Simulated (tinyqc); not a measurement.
Inside a calculation. Model: Bloch-Grueneisen resistivity of a metal. Computed by tinyqc, a small Python program that keeps every step. Command: `OMP_NUM_THREADS=1 python tinyqc.py 3008892 3008893 out.jsonl bg walk`. One thread of a shared host (Intel(R) Xeon(R) Processor @ 2.30GHz), about 0.01 s of CPU time with the checks. Intermediate numbers are printed to about 7 digits and carried at full precision; extremes and crossings named in words are read from the listed rows.

Electrons scatter from a Debye spectrum of phonons (n = 5 for scattering within one band, n = 3 for scattering into a second, heavy band) and from static defects.

Inputs (values chosen for the exercise, modelled on aluminium):
```
quantity                      value         unit
exponent n                        5            -
Debye temperature Theta         387            K
transport coupling lambda_tr   0.37            -
Drude plasma energy hbar w_p     12           eV
residual resistivity rho_0      0.5  microohm cm
temperature T                    77            K
```

Addition: none.

Constants: k_B = 1.380649e-23 J/K; hbar = 1.054571817e-34 J s; eps_0 = 8.8541878128e-12 F/m; hbar = 6.582119569e-16 eV s; k_B = 8.617333262e-05 eV/K.

## Scale of the phonon resistivity

rho_ph = (n - 1) rho_1 (T/Theta)^n J_n(Theta/T), with rho_1 = 2 pi lambda_tr k_B Theta/(hbar eps_0 w_p^2), the high-temperature line at T = Theta.

rho_1 = 4.002395 microohm cm

## The integral and the phonon part

J_n(y) = int_0^y x^n e^x/(e^x - 1)^2 dx, by 96 Gauss-Legendre points (upper limit at most 60).

Theta/T = 5.025974

J_n = 50.81734

phonon resistivity rho_ph = 0.2536826 microohm cm

This is 31.9 % of the straight line rho_1 T/Theta.

## Total resistivity and derived numbers

Matthiessen's rule: rho = rho_0 + rho_ph. Temperature coefficient (1/rho) d rho/dT by a central difference of +/- 0.5 K; residual ratio rho(295 K)/rho(4.2 K); scattering time tau = 1/(eps_0 w_p^2 rho); Wiedemann-Franz kappa = L_0 T/rho, L_0 = (pi^2/3)(k_B/e)^2.

resistivity rho = 0.7536826 microohm cm

temperature coefficient = 12.63293 1e-3/K

residual resistance ratio = 6.554132

scattering time = 45.08497 fs

Wiedemann-Franz conductivity = 249.5896 W/(m K)

The coefficient is 0.973 times 1/T; the temperature-independent part dilutes it. Caution: below about Theta/2 small-angle phonon scattering degrades heat flow more than charge flow, so a thermal conductivity taken from rho by the Wiedemann-Franz law would be too high.

## Limits of the phonon part

Low T: (n - 1) n! zeta(n) rho_1 (T/Theta)^n. High T: rho_1 (T/Theta) [1 - (n - 1)/(12 (n + 1)) (Theta/T)^2].

Resistivities (microohm cm):
```
T (K)        rho_ph     low-T law  straight line  line with correction  total rho
12     5.710329e-05  5.710329e-05       0.124105                     -   0.500057
19     5.681987e-04  5.682284e-04       0.196500                     -   0.500568
31     6.475079e-03  6.569970e-03       0.320605                     -   0.506475
46     4.014183e-02  4.726548e-02       0.475737                     -   0.540142
77     2.536826e-01  6.211672e-01       0.796342                     -   0.753683
140    9.744892e-01  1.234227e+01       1.447895              0.833241   1.474489
190    1.574285e+00  5.682284e+01       1.965000              1.512098   2.074285
310    2.943923e+00  6.569970e+02       3.206053              2.928468   3.443923
460    4.575157e+00  4.726548e+03       4.757369              4.570301   5.075157
770    7.852717e+00  6.211672e+04       7.963422              7.851667   8.352717
```

The low-T law holds to 10 % up to 31 K, the straight line from 310 K on. The local exponent of rho_ph falls from 5.00 to 1.05. Phonons overtake the residual resistivity between 77.0 and 140 K.

Checks made by the program: J_n at large argument against n! zeta(n) (relative difference below 1e-10).
